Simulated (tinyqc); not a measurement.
From one set of inputs to another, one input at a time: velocity overshoot from momentum and energy balance equations after a field step. Computed by tinyqc, a small Python program. Command: `OMP_NUM_THREADS=1 python tinyqc.py 3021830 3021831 out.jsonl overshoot ladder`. One thread of a shared host (Intel(R) Xeon(R) Processor @ 2.30GHz), about 0.2 s of CPU time with the checks.

At t = 0 the field jumps from 0 to F in a uniform sample. v is the drift velocity and u = w - (3/2) k_B T the excess energy per carrier.

The inputs printed are set A. Set A is modelled on electrons in GaN except for tau_E; the values taken over come from a set modelled on electrons in strained silicon except for tau_E. Inputs not listed in the table keep their values of set A, so the rows need not describe a real material.

Inputs (values chosen for the exercise, modelled on electrons in GaN except for tau_E):

| quantity | value | unit |
|---|---|---|
| effective mass m | 0.2 | m_0 |
| low-field mobility mu_0 | 1300 | cm^2/(V s) |
| saturation velocity v_s | 2 | 1e7 cm/s |
| energy relaxation time tau_E | 0.39 | ps |
| field after the step F | 170 | kV/cm |
| lattice temperature T | 300 | K |
| time step dt | 0.8 | fs |

Scheme: implicit in the damping.

Constants: m_0 = 9.1093837015e-31 kg; e = 1.602176634e-19 C; k_B = 8.617333262e-05 eV/K.

Method:
- dv/dt = e F/m - v/tau_m(u), du/dt = e F v - u/tau_E, tau_m(u) = tau_0/(1 + c u), tau_0 = m mu_0/e, c = mu_0/(e tau_E v_s^2); this choice gives the steady state v (1 + mu_0 F v/v_s^2) = mu_0 F, which saturates at v_s. Steady velocity v = 2 mu_0 F/(1 + sqrt(1 + 4 (mu_0 F/v_s)^2)); u = e F v tau_E; carrier temperature T + 2u/(3 k_B), neglecting the drift energy m v^2/2.
- Step: v_new = (v + dt e F/m)/(1 + dt/tau_m(u)), u_new = (u + dt e F v_new)/(1 + dt/tau_E). Start v = u = 0; the distance adds dt (v + v_new)/2.
- Run to 8 times the larger of tau_E and tau_0, but at most 20001 steps, and stop early if |v| > 1000 v_s or u < -1/(2c); the run is accepted if the last v is within 0.5 % of the steady value.

Each row keeps all changes above it:

| input moved | from | to | peak velocity (1e7 cm/s) | peak over steady velocity | steady carrier temperature (K) |
|---|---|---|---|---|---|
| set A | - | - | 5.5203 | 2.8879 | 10105 |
| low-field mobility mu_0 (cm^2/(V s)) | 1300 | 2600 | 5.9574 | 3.0469 | 10329 |
| effective mass m (m_0) | 0.2 | 0.21 | 5.8715 | 3.0029 | 10329 |
| field after the step F (kV/cm) | 170 | 4.4 | 0.9402 | 1.0354 | 421 |
| saturation velocity v_s (1e7 cm/s) | 2 | 1.1 | 0.7808 | 1.1289 | 392 |
| energy relaxation time tau_E (ps) | 0.39 | 0.43 | 0.7897 | 1.1417 | 401 |

Which inputs carry the difference?

Peak velocity goes from 5.52 to 0.790, a factor 0.143 in all. The largest single move comes from field after the step F (a factor 0.160). Peak over steady velocity goes from 2.89 to 1.14, a factor 0.395 in all. The largest single move comes from field after the step F (a factor 0.345). Steady carrier temperature goes from 10100 to 401, a factor 0.0397 in all. The largest single move comes from field after the step F (a factor 0.0407). The single moves hold for this order of the switches; the total does not depend on the order.

Caution (rows set A, low-field mobility mu_0, effective mass m): the excess energy exceeds 0.5 eV, where non-parabolicity, upper valleys and impact ionisation matter.

Extremes, crossings and ranges named in words are read from the listed rows.
